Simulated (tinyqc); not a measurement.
# Ionisation ratio from the excess noise

Question. In the local model of an avalanche photodiode F = k M + (1 - k)(2 - 1/M), k the ratio of the ionisation coefficient of the other carrier to that of the injected one. Find k and F at twice the gain.

M = 24
excess noise factor F = 21.795833

Solution. F is linear in k: k = (F - 2 + 1/M)/(M - 2 + 1/M).

k = 0.9000
F at 2 M = 43.40

tinyqc, about 0.05 s, one thread, Intel Xeon 2.30GHz (shared host): `OMP_NUM_THREADS=1 python tinyqc.py 2120041 2120042 out.jsonl`
